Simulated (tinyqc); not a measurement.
Thin-film optics by transfer matrices: sweeps and comparisons. A value that a table varies takes the place of the one given here.

Indices N = n + i k. Snell: N0 sin(theta) = N_j sin(theta_j), with Im(N_j cos theta_j) >= 0. Admittance y_j = N_j cos theta_j for s and N_j/cos theta_j for p. Phase delta_j = 2 pi N_j cos theta_j d_j/lambda. Layer matrix [[cos delta, -i sin delta/y], [-i y sin delta, cos delta]], multiplied from the top down to M. (B, C) = M (1, y_sub); r = (y0 B - C)/(y0 B + C), R = |r|^2, T = 4 Re y0 Re y_sub/|y0 B + C|^2, absorbed in the films 1 - R - T.

Ellipsometry: rho = tan(Psi) exp(i Delta) = -conj(r_p/r_s) with the r of the admittance formula, Delta in 0 to 360 degrees, so that a bare dielectric at small angles gives Delta = 180.

Inputs chosen for the exercise (indices near those of resist, ARC on Al; not measured data):
```
symbol  value                  unit     meaning
lam     365                    nm       vacuum wavelength
n0      1                               ambient index
n       (1.73, 1.769, 0.406)            n of resist, ARC, substrate
k       (0.024, 0.313, 4.295)           k in the same order
d       (356, 44.8)            nm       thicknesses, top first
theta   45                     degrees  angle of incidence
pol     s                               polarisation
```

## Swing curve: thickness of the top film

The first entry of d takes the values listed.

Stack:
```
d_1 (nm)       R       T  absorbed
356.0     0.0286  0.0488    0.9225
375.3     0.2264  0.0378    0.7358
394.5     0.3693  0.0303    0.6004
413.8     0.3828  0.0294    0.5878
433.1     0.2644  0.0345    0.7011
452.3     0.0645  0.0428    0.8928
471.6     0.0305  0.0429    0.9266
490.8     0.2079  0.0341    0.7580
510.1     0.3433  0.0278    0.6289
529.4     0.3562  0.0270    0.6168
548.6     0.2454  0.0312    0.7235
567.9     0.0638  0.0377    0.8984
587.2     0.0345  0.0378    0.9278
```

R swings between 0.0286 and 0.3828 on these points. The period is lambda/(2 Re(N_1 cos theta_1)) = 115.6 nm, six rows. The swing shrinks from 0.3542 in the first period to 0.3256 in the second, as the film absorbs the wave that returns from below. The swing ratio (max - min)/mean is 1.76.

## Angle of incidence

Both polarisations.

Stack:
```
theta (degrees)     R_s     R_p    Psi   Delta
0                0.2986  0.2986  45.00  180.00
15               0.2843  0.2707  44.30  180.58
30               0.2017  0.1688  42.46  188.47
45               0.0286  0.0588  55.09  246.12
55               0.0502  0.0817  51.92   47.69
60               0.1551  0.1153  40.77   61.68
65               0.2958  0.1520  35.63   62.27
70               0.4430  0.1915  33.32   56.25
75               0.5833  0.2465  33.03   45.59
80               0.7174  0.3494  34.91   31.57
85               0.8529  0.5647  39.14   15.93
```

R_s and R_p agree at normal incidence (0.2986). R_p is lowest at 45 degrees of those listed (0.0588), where R_s = 0.0286: both are low, so this is an interference minimum, not a Brewster effect. R_s does not rise steadily, because the phase thickness of the films changes with the angle. R_p exceeds R_s at 45 and 55 degrees, where Psi is above 45.

## Thickness of the antireflection layer under the resist

Light arrives at normal incidence from inside the resist, taken as the ambient with its real index n; the second entry of d takes the values listed.

Reflectance back into the resist:
```
d_2 (nm)       R
0         0.8779
10        0.7837
20        0.6181
30        0.4308
40        0.2729
50        0.1665
60        0.1101
80        0.0990
100       0.1252
120       0.1003
```

Without the layer R = 0.8779; the lowest value listed is 0.0990 at 80 nm, against a quarter wave lambda/(4 n) = 51.6 nm. A very thick layer would leave only its top interface, R = 0.0081, once absorption has removed the wave from below.

## Sensitivity of the reflectance

R for both polarisations. Each row changes one parameter from the base and keeps the others.

Results:
```
case                          R_s     R_p     T_s
base                       0.0286  0.0588  0.0488
d = (361, 44.8) nm         0.0706  0.0754  0.0463
n = (1.765, 1.769, 0.406)  0.1161  0.0941  0.0440
k = (0.024, 0.313, 4.734)  0.0218  0.0605  0.0431
lam = 370 nm               0.0038  0.0491  0.0513
theta = 50 degrees         0.0082  0.0596  0.0488
```

The largest shifts from the base row, up to three for each result and ties (the steps differ in size, so this ranks the rows, not the parameters). R_s: n +0.0875, d +0.0420, lam -0.0248. R_p: n +0.0353, d +0.0166, lam -0.0096. T_s: k -0.0058, n -0.0048, d -0.0025, lam +0.0025; unchanged at the printed digits by theta.

(tinyqc, `OMP_NUM_THREADS=1 python tinyqc.py 1651748 1651749 out.jsonl`, Intel(R) Xeon(R) Processor @ 2.30GHz, 1 thread, shared host, about 0.01 s.)
